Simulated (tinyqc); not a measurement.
# BCS gap equation with a constant attraction inside the Debye window, step by step

A worked calculation. Computed by tinyqc, a small Python program that keeps every step. Command: `OMP_NUM_THREADS=1 python tinyqc.py 3022451 3022452 out.jsonl bcs walk`. One thread of a shared host (Intel(R) Xeon(R) Processor @ 2.30GHz), about 0.01 s of CPU time with the checks. Intermediate numbers are printed to about 5 digits and carried at full precision; extremes and crossings named in words are read from the listed rows.

Pairs attract with strength V for |xi| < k_B Theta; N(0) is the density of states for one spin. Energies are given as temperatures (E/k_B, in K) unless marked.

Inputs (values chosen for the exercise, modelled on niobium):
```
quantity                  value      unit
coupling N(0)V            0.285         -
Debye temperature Theta     275         K
temperature T              7.26         K
Fermi velocity v_F       310000       m/s
electron density n         5.83  1e28/m^3
mean free path l            3.8        nm
junction resistance R_n      15  kilo-ohm
```

Solver: secant.

Constants: k_B = 8.617333262e-05 eV/K; hbar = 1.054571817e-34 J s; k_B = 1.380649e-23 J/K; m_0 = 9.1093837015e-31 kg; eps_0 = 8.8541878128e-12 F/m; c = 299792458 m/s; e = 1.602176634e-19 C; h = 6.62607015e-34 J s.

## Gap at zero temperature

At T = 0 the gap equation 1/(N(0)V) = int_0^Theta d xi/sqrt(xi^2 + Delta^2) has the integral arcsinh(Theta/Delta), so Delta_0 = Theta/sinh(1/(N(0)V)); weak coupling gives 2 Theta exp(-1/(N(0)V)).

Delta_0 = 16.478 K

weak-coupling Delta_0 = 16.464 K

Delta_0 in meV = 1.4200 meV

## Critical temperature

Gap equation: 1/(N(0)V) = I(Delta, T) = int_0^Theta tanh(E/2T)/E d xi, E = sqrt(xi^2 + Delta^2); 64 Gauss-Legendre points in y with xi = max(Delta, T) sinh(y). T_c solves I(0, T_c) = 1/(N(0)V); the weak-coupling form is T_c = (2 e^C/pi) Theta exp(-1/(N(0)V)) with Euler's C = 0.5772157, and 2 Delta_0/T_c then tends to 2 pi e^-C = 3.528.

T_c = 9.3337 K

weak-coupling T_c = 9.3337 K

2 Delta_0/T_c = 3.5309

T_c/Theta = 0.0339; the ratio lies +0.09 % from 3.528, so the universal weak-coupling laws hold.

## One evaluation of the gap equation

Take Delta = Delta_0 as the trial; the fixed-point update is Delta(new) = N(0)V Delta I(Delta, T).

I(Delta_0, T) = 3.3559

updated Delta = 15.760 K

## Gap at temperature T

Residual r = N(0)V I - 1, with Delta_0 = Theta/sinh(1/(N(0)V)). Secant steps in Delta^2, from Delta_0 and 0.9 Delta_0, with Delta^2 kept at or above 1e-6 K^2. Stop when |r| < 1e-9 or after 40 steps.

Iterations:
```
step  Delta (K)   residual r
1        11.857   3.5627e-03
2        12.248  -2.5975e-04
3        12.222  -2.4131e-06
4        12.222   1.6472e-09
5        12.222  -1.0658e-14
```

converged (1 yes, 0 no) = 1

Delta(T) = 12.222 K

Converged in 5 steps: Delta(T)/Delta_0 = 0.7417 at T/T_c = 0.778.

## Lengths and fields

xi_0 = hbar v_F/(pi Delta_0); lambda_L = sqrt(m_0 eps_0 c^2/(n e^2)); N(0) = 3 n/(2 m_0 v_F^2) for one spin; condensation energy N(0) Delta_0^2/2 = B_c^2/(2 mu_0), mu_0 = 1/(eps_0 c^2); with scattering lambda = lambda_L sqrt(1 + xi_0/l) in the local limit (where xi_0 and l both exceed lambda, nonlocal response makes the true depth larger); Ginzburg-Landau kappa = 0.96 lambda_L/xi_0 + 0.72 lambda_L/l. Free-electron mass throughout; heavier carriers, as in niobium or vanadium, give a larger lambda_L and kappa and can make the metal type II.

coherence length xi_0 = 45.740 nm

London depth lambda_L = 22.009 nm

critical field B_c(0) = 254.90 mT

depth with scattering = 79.466 nm

Ginzburg-Landau kappa = 4.6320

kappa exceeds 1/sqrt(2): type II, and the sample is dirty, l well below xi_0.

## A tunnel junction of this metal

Ambegaokar-Baratoff: I_c R_n = (pi Delta/(2e)) tanh(Delta/2T); Josephson energy E_J = hbar I_c/(2e), given as E_J/h; inductance hbar/(2 e I_c); thermal quasiparticle fraction x = n_qp/(2 N(0) Delta) = sqrt(2 pi T/Delta) exp(-Delta/T), valid for T well below Delta.

I_c R_n = 1136.1 microvolt

critical current I_c = 75.738 nA

E_J/h = 37.618 GHz

Josephson inductance = 4.3453 nH

quasiparticle fraction x = 0.35882

Caution: T is not small against Delta, so the quasiparticle formula is only a rough guide.

## Gap and superfluid density against temperature

Interpolation tanh(1.74 sqrt(T_c/T - 1)); near T_c, 1.74 sqrt(1 - T/T_c). Clean-limit superfluid fraction 1 - (1/2T) int_0^(40 T) cosh^-2(E/2T) d xi (64 points); two-fluid rule 1 - (T/T_c)^4.

Reduced quantities:
```
T/T_c  Delta/Delta_0  tanh form  square-root form  superfluid fraction  two-fluid rule
0.10         1.00000    0.99994            1.6507              1.00000         0.99990
0.20         0.99988    0.99810            1.5563              0.99886         0.99840
0.30         0.99714    0.99022            1.4558              0.98185         0.99190
0.40         0.98507    0.97221            1.3478              0.92818         0.97440
0.50         0.95697    0.94023            1.2304              0.83450         0.93750
0.60         0.90713    0.88975            1.1005              0.70730         0.87040
0.70         0.82895    0.81411            0.9530              0.55442         0.75990
0.80         0.71125    0.70137            0.7782              0.38243         0.59040
0.90         0.52654    0.52267            0.5502              0.19638         0.34390
0.95         0.38047    0.37925            0.3891              0.09928         0.18549
0.98         0.24369    0.24358            0.2461              0.03996         0.07763
```

The tanh form misses the gap by at most about 0.017 (at T/T_c = 0.6); the square-root form is within 3 % only from T/T_c = 0.95. The gap keeps 99 % of Delta_0 up to T/T_c = 0.3, since quasiparticles are exponentially few. The two-fluid rule exceeds the BCS superfluid fraction most, by 0.21, at T/T_c = 0.8.

Checks made by the program: weak-coupling T_c, allowing for terms of order exp(-Theta/T_c) (relative difference below 1e-10).
